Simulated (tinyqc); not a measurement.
Inside a calculation: thin-body film or fin with hard walls, valleys of the Si type. Values are carried at full precision from step to step, so a last printed digit may differ when a step is redone from the rounded ones.

Six ellipsoidal valleys with their long axes along the cube axes, mass ml along the axis and mt across it. For a valley whose axis makes the angle theta with the surface normal, 1/m_z = cos^2(theta)/ml + sin^2(theta)/mt sets the confinement; in the plane the masses are m_1 = mt and m_2 = ml mt/m_z, and m_d = sqrt(m_1 m_2).

Constants: hbar^2/2m0 = 3.80998211 eV angstrom^2; kB = 8.617333262e-05 eV/K.

Values chosen for the exercise (near those of Si; the results hold for these values, not for the real material):

| symbol | value | unit | meaning |
|---|---|---|---|
| ml | 0.926 | m0 | longitudinal mass |
| mt | 0.187 | m0 | transverse mass |
| face | 110 |  | face of the film or side wall of the fin |
| t | 84 | angstrom | body thickness |
| T | 300 | K | temperature |
| g_all | 6 |  | number of valleys |
| Ns | 3.6 | x 1e12/cm^2 | sheet density in the on state |
| alpha | 0.5 | 1/eV | non-parabolicity |

## Valley masses for the (110) face

Group the valleys by their angle to the normal, heaviest m_z first.

Valleys (masses in m0):

| valleys g | cos^2(theta) | m_z | m_1 | m_2 | m_d |
|---|---|---|---|---|---|
| 4 | 0.5000 | 0.3112 | 0.1870 | 0.5565 | 0.3226 |
| 2 | 0.0000 | 0.1870 | 0.1870 | 0.9260 | 0.4161 |

## Subband edges

A film of thickness t between hard walls, flat band inside: E_n = c (n pi/t)^2/m_z above the bulk edge, c = hbar^2/2m0. Without degeneracy the sheet density is N2 exp((EF - Ec)/kB T) with N2 = sum_i g m_d/(2 pi c) kB T exp(-E_i/kB T) over n = 1 to 40 of each group; a classical film has t Nc with Nc = 2 g_all (m_dos kB T/(4 pi c))^(3/2), m_dos = (ml mt^2)^(1/3). The threshold shift is dVt = kB T ln(t Nc/N2).

The seven lowest levels of all groups together; primes mark the lighter m_z.

Subbands:

| label | valleys g | E (eV) |
|---|---|---|
| 1 | 4 | 0.0171 |
| 1' | 2 | 0.0285 |
| 2 | 4 | 0.0685 |
| 2' | 2 | 0.1140 |
| 3 | 4 | 0.1541 |
| 3' | 2 | 0.2565 |
| 4 | 4 | 0.2740 |

The second subband, 1', lies 11.4 meV above the first, 0.4 kB T at 300 K.

## Effective density of states and threshold shift

Sum the subbands; 1/angstrom^2 = 1e16/cm^2 and 1/angstrom^3 = 1e24/cm^3.

terms of N2 by group (1e12/cm^2): 8.205  3.094

Nc = 2.709 x 1e19/cm^3
t Nc = 22.759 x 1e12/cm^2
dVt = 18.1 mV

Confinement leaves 50 % of the classical states; the heaviest group holds 73 % of the electrons, against 67 % in the bulk.

## Filling at a given sheet density

n_i = g m_d/(2 pi c) kB T ln(1 + exp((EF - E_i)/kB T)) over the levels listed; solve sum n_i = Ns (1e12/cm^2 = 1e-4/angstrom^2); the band bending of the charge itself is left out. c = hbar^2/2m0.

EF = -0.0278 eV

n_i in the order of the list (1e12/cm^2): 2.255  0.963  0.332  0.037  0.012  0.000  0.000

The fullest subband is 1, with 63 %.

## Non-parabolic correction

Each level E0 of the list is replaced by the root of E (1 + alpha E) = E0.

Levels (eV):

| label | parabolic | corrected |
|---|---|---|
| 1 | 0.0171 | 0.0170 |
| 1' | 0.0285 | 0.0281 |
| 2 | 0.0685 | 0.0663 |
| 2' | 0.1140 | 0.1081 |
| 3 | 0.1541 | 0.1438 |
| 3' | 0.2565 | 0.2300 |
| 4 | 0.2740 | 0.2442 |

The lowest level drops by 0.1 meV.

## Checks

- N2 of a 3000 angstrom film, summed over n to convergence, plus the half-term of the walls against t Nc, 1/angstrom^2: both 0.081281.

Program tinyqc; command `OMP_NUM_THREADS=1 python tinyqc.py 1252777 1252778 out.jsonl`; about 0.01 s on one thread of a shared Intel(R) Xeon(R) Processor @ 2.30GHz.
